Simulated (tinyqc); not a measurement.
Carrier lifetime from Shockley-Read-Hall, radiative, Auger and surface recombination: one step, computed by the program tinyqc. Command: `OMP_NUM_THREADS=1 python tinyqc.py 3012827 3012828 out.jsonl lifetime walk`. One thread of a shared host (Intel(R) Xeon(R) Processor @ 2.30GHz), about 0.02 s of CPU time with the checks.

Energies are counted from the top of the valence band. Boltzmann statistics, full ionisation, and equal excess densities of electrons and holes.

Task: Equilibrium densities. N_c = 2 M_c (2 pi m_e k_B T/h^2)^(3/2) and N_v = 2 (2 pi m_h k_B T/h^2)^(3/2), masses in units of m_0. n_i = sqrt(N_c N_v) exp(-E_g/2 k_B T); majority density N/2 + sqrt(N^2/4 + n_i^2), minority density n_i^2 over it.

Inputs (values chosen for the exercise, with bands modelled on CdS):

| quantity | value | unit |
|---|---|---|
| gap E_g | 2.53 | eV |
| electron mass m_e | 0.196 | m_0 |
| valleys M_c | 1 | - |
| hole mass m_h | 0.774 | m_0 |
| temperature T | 300 | K |
| doping N | 1.1e+18 | cm^-3 |

Doping: n-type. Surface term: two equal surfaces.

Constants: m_0 = 9.1093837015e-31 kg; k_B = 1.380649e-23 J/K; h = 6.62607015e-34 J s; k_B = 8.617333262e-05 eV/K.

Give: N_c; N_v; n_i; n_0; p_0.

Result:

N_c = 2.1775e+18 cm^-3

N_v = 1.7088e+19 cm^-3

n_i = 0.0034218 cm^-3

n_0 = 1.10e+18 cm^-3

p_0 = 1.0644e-23 cm^-3

Caution: the doping is near the effective density of states, where Boltzmann statistics fail and the gap narrows.
